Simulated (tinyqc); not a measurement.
Inside a calculation: carrier statistics of a doped semiconductor with parabolic bands. Values are carried at full precision from step to step, so a last printed digit may differ when a step is redone from the rounded ones.

Constants: kB = 8.617333262e-05 eV/K; hbar^2/2m0 = 3.80998211 eV angstrom^2.

Values chosen for the exercise (near those of SiC; the results hold for these values, not for the real material): Eg0 = 3.264 eV (gap at 0 K); al = 0.000649 eV/K (Varshni alpha); be = 1332 K (Varshni beta); T = 350 K; ml = 0.348 m0 (longitudinal electron mass); mt = 0.431 m0 (transverse electron mass); Mv = 3 (equivalent valleys); mhh = 0.976 m0 (heavy-hole mass); mlh = 0.451 m0 (light-hole mass); ND = 3.3e+14 1/cm^3 (donors); NA = 8.5e+13 1/cm^3 (acceptors); ED = 0.0622 eV (donor level below Ec); EA = 0.206 eV (acceptor level above Ev).

## Gap and thermal energy

Eg(T) = Eg0 - al T^2/(T + be) (Varshni).

Eg = 3.21673 eV
kT = 0.030161 eV

The gap has shrunk by 47.3 meV from 0 K and is 106.7 kT wide.

## Effective densities of states

m_de = Mv^(2/3) (ml mt^2)^(1/3); m_dh = (mhh^(3/2) + mlh^(3/2))^(2/3); N = 2 (m kB T/(4 pi c))^(3/2) with c = hbar^2/2m0, in 1/angstrom^3; times 1e24 for 1/cm^3.

m_de = 0.8348 m0
m_dh = 1.1710 m0
Nc = 2.4120e+19 1/cm^3
Nv = 4.0068e+19 1/cm^3

The light holes supply 23.9 % of Nv, and Nc/Nv = 0.602.

## Intrinsic density and level

With Boltzmann statistics ni = sqrt(Nc Nv) exp(-Eg/2kT) and Ei = Eg/2 + (kT/2) ln(Nv/Nc), counted from Ev.

ni = 0.000215 1/cm^3
Ei = 1.6160 eV

Ei lies 7.7 meV above midgap, towards the band with the smaller density of states.

## Neutrality by bisection

Energies are counted from Ev, so Ec = Eg. n = Nc F_1/2((EF - Eg)/kT), p = Nv F_1/2(-EF/kT), ND+ = ND/(1 + 2 exp((EF - Eg + ED)/kT)), NA- = NA/(1 + 4 exp((EA - EF)/kT)); neutrality asks p + ND+ = n + NA-. F_j(eta) = (1/Gamma(j + 1)) integral_0^infinity x^j dx/(1 + exp(x - eta)), which tends to exp(eta) for eta << 0.

Start from the bracket [-0.2 eV, Eg + 0.2 eV]; at the midpoint EF take the sign of p + ND+ - n - NA-; where it is positive EF must rise. Fourteen steps are shown.

Bisection (eV, 1/cm^3):
```
step       low     high       EF         n         p       ND+       NA-  sign
1     -0.20000  3.41673  1.60837  0.000167  0.000278  3.30e+14  8.50e+13     +
2      1.60837  3.41673  2.51255  1.75e+09  2.65e-17  3.30e+14  8.50e+13     +
3      2.51255  3.41673  2.96464  5.65e+15  8.20e-24  3.29e+14  8.50e+13     -
4      2.51255  2.96464  2.73860  3.14e+12  1.47e-20  3.30e+14  8.50e+13     +
5      2.73860  2.96464  2.85162  1.33e+14  3.48e-22  3.30e+14  8.50e+13     +
6      2.85162  2.96464  2.90813  8.68e+14  5.34e-23  3.30e+14  8.50e+13     -
7      2.85162  2.90813  2.87987  3.40e+14  1.36e-22  3.30e+14  8.50e+13     -
8      2.85162  2.87987  2.86575  2.13e+14  2.18e-22  3.30e+14  8.50e+13     +
9      2.86575  2.87987  2.87281  2.69e+14  1.72e-22  3.30e+14  8.50e+13     -
10     2.86575  2.87281  2.86928  2.39e+14  1.94e-22  3.30e+14  8.50e+13     +
11     2.86928  2.87281  2.87104  2.54e+14  1.83e-22  3.30e+14  8.50e+13     -
12     2.86928  2.87104  2.87016  2.47e+14  1.88e-22  3.30e+14  8.50e+13     -
13     2.86928  2.87016  2.86972  2.43e+14  1.91e-22  3.30e+14  8.50e+13     +
14     2.86972  2.87016  2.86994  2.45e+14  1.89e-22  3.30e+14  8.50e+13     +
```

Each step halves the bracket, which is 0.441 meV wide at the last row.

## The neutral state

Solve the neutrality condition for EF to convergence.

EF = 2.8700 eV
n = 2.45e+14 1/cm^3
p = 1.89e-22 1/cm^3
ND+ = 3.30e+14 1/cm^3
NA- = 8.50e+13 1/cm^3

The material is n-type; 100.0 % of the donors are ionised. EF lies 11.50 kT inside the gap from the conduction edge, so Boltzmann statistics would serve; n p/(Nc Nv exp(-Eg/kT)) = 1.000.

## Checks

- F_1/2(1) by the trapezoid rule against adaptive quadrature: both 1.575641.
- Positive against negative charge at the solution (1/cm^3): both 3.29947e+14.

(tinyqc, `OMP_NUM_THREADS=1 python tinyqc.py 1652483 1652484 out.jsonl`, Intel(R) Xeon(R) Processor @ 2.30GHz, 1 thread, shared host, about 0.01 s.)
